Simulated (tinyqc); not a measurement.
# Stoner model of a band magnet at zero temperature, step by step

A worked calculation. Computed by tinyqc, a small Python program that keeps every step. Command: `OMP_NUM_THREADS=1 python tinyqc.py 3014040 3014041 out.jsonl stoner walk`. One thread of a shared host (Intel(R) Xeon(R) Processor @ 2.30GHz), about 0.01 s of CPU time with the checks. Intermediate numbers are printed to about 6 digits and carried at full precision; extremes and crossings named in words are read from the listed rows.

Five orbitals per spin share one band; u = (E - E_bottom)/W runs from 0 to 1, and the states per spin, atom and energy are g = 5 d(u)/W with d = (8/pi) sqrt(u (1 - u)). N(u) is the integral of d from 0. The moment m = n_up - n_down (electrons per atom) moves the fillings to n +/- m/10; the energy is E(m) = E_band(m) - I m^2/4.

Inputs (values chosen for the exercise, for a model d band):
```
quantity                    value  unit
band width W                  3.5    eV
filling n per spin orbital   0.18     -
Stoner parameter I          0.435    eV
field B                        10     T
start moment m0               0.5  mu_B
largest number of steps       600     -
```

Density of states: semi-elliptic.

Constants: mu_B = 5.7883818060e-05 eV/T.

## The paramagnetic state

Solve N(u_F) = n; g_F = 5 d(u_F)/W; the Stoner product is I g_F.

u_F = 0.235804

g_F = 1.54426 1/eV

Stoner product I g_F = 0.671753

I g_F < 1: the paramagnet is locally stable.

## Exchange-enhanced response

The susceptibility is enhanced by 1/(1 - I g_F), and a field B induces m = 2 mu_B B g_F/(1 - I g_F).

enhancement = 3.04648

induced moment = 0.00544636 mu_B

## Fixed-moment scan

For a moment m the Fermi levels of the two spins lie W [u(n + m/10) - u(n - m/10)] =: Delta apart; gbar = m/Delta is the mean density of states between them. A solution has I gbar = 1, is stable where gbar falls with m, or sits at saturation m_max = 10 min(n, 1 - n) if I gbar > 1 there. E_band(m) = 5 W [e(n + m/10) + e(n - m/10) - 2 e(n)], e = integral of u d(u) up to the Fermi level.

Against the moment:
```
m (mu_B)  Delta (eV)    I gbar  E(m) - E(0) (meV)
0.09         0.05829  0.671643              0.431
0.27         0.17510  0.670757              3.883
0.54         0.35181  0.667680             15.638
0.81         0.53208  0.662212             35.608
1.08         0.71871  0.653672             64.448
1.35         0.91685  0.640509            103.322
1.62         1.14042  0.617928            154.530
1.80         1.36195  0.574911            198.684
```

I gbar runs between 0.575 and 0.672; the energy falls with m where it exceeds 1 and rises where it is below. The lowest row is m = 0.09, and no row lies below the paramagnet.

## Self-consistent moment

Split the bands by Delta = I m, find the common Fermi level that keeps 10 n electrons, and read m(out) = 5 [N(u + Delta/(2W)) - N(u - Delta/(2W))], N clipped to 0 and 1. Start from m0 (at most 0.9 m_max, m_max = 10 min(n, 1 - n)); stop when m changes by less than 1e-8; moments under 1e-5 count as 0.

Iteration:
```
step  m in (mu_B)   Delta (eV)  m out (mu_B)
1     5.00000e-01  2.17500e-01   3.35107e-01
2     3.35107e-01  1.45771e-01   2.24878e-01
3     2.24878e-01  9.78219e-02   1.50993e-01
4     1.50993e-01  6.56818e-02   1.01409e-01
5     1.01409e-01  4.41128e-02   6.81152e-02
...           ...          ...           ...
39    1.35246e-07  5.88318e-08   9.08516e-08
40    9.08516e-08  3.95204e-08   6.10298e-08
41    6.10298e-08  2.65480e-08   4.09969e-08
42    4.09969e-08  1.78337e-08   2.75398e-08
43    2.75398e-08  1.19798e-08   1.84999e-08
```

moment m = 0 mu_B

last change of m = 9.03986e-09

The moment dies away, once small by the factor I g_F a step.

Checks made by the program: N(u_F) against quadrature of d (relative difference below 1e-10).
